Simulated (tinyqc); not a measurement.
# Illuminated p-n diode, drift-diffusion by the Gummel loop with Scharfetter-Gummel fluxes: effects of single changes

Abrupt junction at x = 0, p side from -Lp, n side to Ln, ohmic contacts. psi is counted from the intrinsic level; n = ni exp((psi - phin)/Vt), p = ni exp((phip - psi)/Vt). Contacts: p side psi = V - Vt ln(Na/ni), p = Na, n = ni^2/Na; n side psi = Vt ln(Nd/ni), n = Nd, p = ni^2/Nd. Constant mobilities, D = mu Vt, Boltzmann statistics, SRH recombination through a mid-gap level, U = (n p - ni^2)/(tp (n + ni) + tn (p + ni)). Current is positive from the p contact to the n contact.

Parameters, values chosen for the exercise; band and dielectric values those of a made-up semiconductor:
- T = 300 K (temperature)
- Eg = 1.33 eV (band gap)
- eps_r = 14.5 (relative permittivity)
- Nc = 2.24e19 cm^-3 (conduction-band density of states at T)
- Nv = 2.8e19 cm^-3 (valence-band density of states at T)
- Na = 3.7e15 cm^-3 (acceptor density of the p side)
- Nd = 1.1e17 cm^-3 (donor density of the n side)
- mun = 1300 cm^2/(V s) (electron mobility)
- mup = 410 cm^2/(V s) (hole mobility)
- tn = 8e-9 s (SRH lifetime of electrons)
- tp = 2e-10 s (SRH lifetime of holes)
- Lp = 7.2 um (length of the p side)
- Ln = 5.2 um (length of the n side)
- G = 3e21 cm^-3 s^-1 (uniform generation rate)

Constants: q = 1.602176634e-19 C, kB = 1.380649e-23 J/K, Vt = kB T/q, eps0 = 8.8541878128e-14 F/cm where lengths are in cm. Results are converted to the units shown.

Each table varies one quantity; the others keep the values above.

## Current against voltage in the dark

ni = sqrt(Nc Nv) exp(-Eg/(2 Vt)), Eg in volts. Poisson and both continuity equations are solved self-consistently with Scharfetter-Gummel fluxes on a graded mesh of 500 nodes. J_scr is q times the integral of U between -xp and xn. Ideal diffusion current J_id = q ni^2 [Dn coth(wp/Le)/(Le Na) + Dp coth(wn/Lh)/(Lh Nd)] (exp(V/Vt) - 1), Le = sqrt(Dn tn), Lh = sqrt(Dp tp), wp = Lp - xp, wn = Ln - xn, with xp and xn from the depletion approximation (W = sqrt(2 eps0 eps_r (Vbi - V)(1/Na + 1/Nd)/q), xp = W Nd/(Na + Nd), xn = W Na/(Na + Nd), Vbi = Vt ln(Na Nd/ni^2)). Ideality factor = 0.004 V/(Vt ln[J(V + 0.004 V)/J(V)]). Here G = 0.

In this table G = 0 cm^-3 s^-1.

Results:
columns A: V (V); B: J (A/cm^2); C: ideality factor; D: J_scr/J (%); E: J_id (A/cm^2); F: share recombining at the contacts (%); G: larger minority/doping at -xp and xn
```
A           B     C     D         E        F         G
0.19  1.78e-6  1.84   100  1.60e-10  0.00418  5.10e-12
0.27  9.25e-6  1.90   100   3.53e-9   0.0177  1.12e-10
0.44  2.96e-4  1.88  99.1   2.52e-6    0.390   7.82e-8
0.52  0.00157  1.81  96.5   5.56e-5     1.60   1.70e-6
0.6   0.00925  1.65  86.8   0.00122     5.96   3.65e-5
0.68   0.0703  1.38  62.0    0.0270     17.1   7.72e-4
0.76    0.795  1.20  29.2     0.594     31.8    0.0150
0.84     9.31  1.45  9.90      13.1     43.6     0.176
```

Estimate the missing row, V = 0.36 V.

Computed row:
columns A: V (V); B: J (A/cm^2); C: ideality factor; D: J_scr/J (%); E: J_id (A/cm^2); F: share recombining at the contacts (%); G: larger minority/doping at -xp and xn
```
A           B     C     D        E       F        G
0.36  5.76e-5  1.90  99.8  1.14e-7  0.0915  3.59e-9
```

With this row back in the table: J rises from 1.78e-6 to 9.31 A/cm^2; the ideality factor moves up and down between 1.20 and 1.90. Recombination in the depleted layer carries over half of the current up to V = 0.68 V, where the factor is 1.38; it grows roughly as exp(V/2 Vt), so diffusion overtakes it. Where the factor is lowest (V = 0.76 V), J is 34 % above the ideal diffusion current. From V = 0.84 V on the minority density at an edge of the layer exceeds a tenth of the doping, and in the last row J is 29 % below the ideal value.

## Solar-cell figures against the SRH lifetime of electrons

Jsc = -J(0), collected share Jsc/(q G (Lp + Ln)), estimate q G [W + Le tanh(wp/2 Le) + Lh tanh(wn/2 Lh)] at V = 0 with Le = sqrt(Dn tn), Lh = sqrt(Dp tp), W, wp = Lp - xp and wn = Ln - xn from the depletion approximation; J(Voc) = 0; Vmp maximises -J V; FF = Pmax/(Jsc Voc).

Result of one run:
```
tn (s)  Jsc (mA/cm^2)  collected share (%)  estimate of Jsc (mA/cm^2)  Voc (V)  Vmp (V)     FF  Pmax (mW/cm^2)
1e-9              135                 22.7                        137    0.660    0.546  0.709            63.3
```

What becomes of these results when the SRH lifetime of electrons tn is changed from 1e-9 to 1e-8 s, all else the same?

Result of the changed run:
```
tn (s)  Jsc (mA/cm^2)  collected share (%)  estimate of Jsc (mA/cm^2)  Voc (V)  Vmp (V)     FF  Pmax (mW/cm^2)
1e-8              196                 32.9                        196    0.716    0.612  0.768             108
```

The whole series:
```
tn (s)  Jsc (mA/cm^2)  collected share (%)  estimate of Jsc (mA/cm^2)  Voc (V)  Vmp (V)     FF  Pmax (mW/cm^2)
1e-10            78.2                 13.1                       81.5    0.582    0.466  0.653            29.7
1e-9              135                 22.7                        137    0.660    0.546  0.709            63.3
1e-8              196                 32.9                        196    0.716    0.612  0.768             108
1e-7              210                 35.2                        210    0.736    0.643  0.802             124
1e-6              211                 35.5                        211    0.741    0.652  0.815             128
```

As tn rises from 1e-10 to 1e-6, the collected share rises from 13.1 to 35.5 %, Voc rises from 0.582 to 0.741 V and FF rises from 0.653 to 0.815. The estimate of Jsc is within 4.3 % in all rows.

tinyqc, about 0.8 s, one thread, Intel Xeon 2.30GHz (shared host): `OMP_NUM_THREADS=1 python tinyqc.py 2240063 2240064 out.jsonl`
